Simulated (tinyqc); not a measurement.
Which face: thin-body film or fin with hard walls, valleys of the Si type.

Six ellipsoidal valleys with their long axes along the cube axes, mass ml along the axis and mt across it. For a valley whose axis makes the angle theta with the surface normal, 1/m_z = cos^2(theta)/ml + sin^2(theta)/mt sets the confinement; in the plane the masses are m_1 = mt and m_2 = ml mt/m_z, and m_d = sqrt(m_1 m_2).

A film of thickness t between hard walls, flat band inside: E_n = c (n pi/t)^2/m_z above the bulk edge, c = hbar^2/2m0. Without degeneracy the sheet density is N2 exp((EF - Ec)/kB T) with N2 = sum_i g m_d/(2 pi c) kB T exp(-E_i/kB T) over n = 1 to 40 of each group; a classical film has t Nc with Nc = 2 g_all (m_dos kB T/(4 pi c))^(3/2), m_dos = (ml mt^2)^(1/3). The threshold shift is dVt = kB T ln(t Nc/N2).

Constants: hbar^2/2m0 = 3.80998211 eV angstrom^2; kB = 8.617333262e-05 eV/K.

Parameters, chosen for this exercise (near those of Si; shifted at random, so the results belong to these values and not to a real crystal):
- ml = 0.916 m0 (longitudinal mass)
- mt = 0.189 m0 (transverse mass)
- T = 300 K (temperature)
- t = 46 angstrom (body thickness)
- g_all = 6 (number of valleys)

The same thickness on four faces; m_1 and m_2 are the in-plane masses of the lowest group.

Cases:

| face |
|---|
| (100) |
| (110) |
| (111) |
| (211) |

Rank the cases by dVt (mV), lowest first.

Answer: (100), (211), (110), (111).

Results:

| face | valleys of lowest | m_z | E1 (eV) | share (%) | dVt (mV) | m_1 | m_2 |
|---|---|---|---|---|---|---|---|
| (100) | 2 | 0.9160 | 0.0194 | 81.9 | 40.6 | 0.189 | 0.189 |
| (110) | 4 | 0.3133 | 0.0567 | 86.8 | 50.2 | 0.189 | 0.552 |
| (111) | 6 | 0.2570 | 0.0692 | 100.0 | 53.3 | 0.189 | 0.674 |
| (211) | 2 | 0.4014 | 0.0443 | 61.1 | 49.7 | 0.189 | 0.431 |

The threshold shift is smallest on (100) (40.6 mV) and largest on (111) (53.3 mV). The lowest E1 belongs to (100), the same face: the heavy m_z outweighs the smaller number of valleys. Since m_z m_1 m_2 = ml mt^2 on every face, a heavy confinement mass comes with light masses in the plane.

(tinyqc, `OMP_NUM_THREADS=1 python tinyqc.py 1251621 1251622 out.jsonl`, Intel(R) Xeon(R) Processor @ 2.30GHz, 1 thread, shared host, about 0.01 s.)
